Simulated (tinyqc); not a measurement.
Layer against dose: implant damage, amorphisation by cascade overlap, and solid-phase epitaxial regrowth. Computed by tinyqc, a small Python program. Command: `OMP_NUM_THREADS=1 python tinyqc.py 3110268 3110269 out.jsonl sper walk`. One thread of a shared host (Intel(R) Xeon(R) Processor @ 2.30GHz), about 0.01 s of CPU time with the checks.

Range and width of the damage are inputs. Dynamic annealing enters only through the surviving share f.

Inputs (values chosen for the exercise, modelled on silicon ions in germanium): atomic density N = 44.2 1/nm^3; ion Z1 = 14; ion mass M1 = 28 u; target Z2 = 32; target mass M2 = 72.63 u; ion energy E = 72 keV; displacement energy E_d = 13 eV; depth of the damage peak R_d = 50 nm; width of the damage profile s_d = 29 nm; share of defects that survive f = 0.44; critical displaced share x_c = 0.13; dose Q = 4e+15 1/cm^2.

Constants: a_0 = 0.529177210903 angstrom; e^2/(4 pi eps_0) = 14.39964548 eV angstrom.

Method. Robinson partition: eps = E a M2/(Z1 Z2 (e^2/(4 pi eps_0)) (M1 + M2)), a = 0.8853 a_0/sqrt(Z1^(2/3) + Z2^(2/3)); k = 0.0793 Z1^(2/3) Z2^(1/2) (M1 + M2)^(3/2)/((Z1^(2/3) + Z2^(2/3))^(3/4) M1^(3/2) M2^(1/2)); damage energy T_d = E/(1 + k (eps + 0.40244 eps^(3/4) + 3.4008 eps^(1/6))); displacements nu = 0.8 T_d/(2 E_d). Displaced share x(z) = f nu Q exp(-(z - R_d)^2/(2 s_d^2))/(sqrt(2 pi) s_d N); the layer is amorphous where x > x_c, between R_d -/+ s_d sqrt(2 ln(x_max/x_c)), the upper edge being cut at the surface. Threshold dose Q_c = Q x_c/x_max.

threshold dose Q_c = 9.56034e+13 1/cm^2

displacements per ion nu = 992.951

Dose series; the last column is f nu Q erfc((z2 - R_d)/(sqrt2 s_d))/2:
```
Q (1/cm^2)   x_max  upper edge (nm)  lower edge (nm)  displaced atoms beyond z2 (1/cm^2)
1.05e+14    0.1428           37.442            62.56                          1.5253e+16
1.43e+14    0.1944           23.976            76.02                          1.1543e+16
2.39e+14    0.3250           10.743            89.26                          9.1800e+15
3.82e+14    0.5194            1.731            98.27                          8.0127e+15
6.69e+14    0.9097            0.000           107.21                          7.0939e+15
1.15e+15    1.5638            0.000           114.68                          6.4618e+15
2.39e+15    3.2499            0.000           123.58                          5.8331e+15
4.78e+15    6.4998            0.000           131.12                          5.3836e+15
```

What does the comparison show, and why?

A dose 46 times larger moves the lower edge from 62.6 to 131 nm, as the root of a logarithm, and the damage beyond it falls by a factor 2.8, since the edge lies on an ever steeper tail. The layer reaches the surface at Q_c exp(R_d^2/(2 s_d^2)) = 4.23e14 per cm^2.
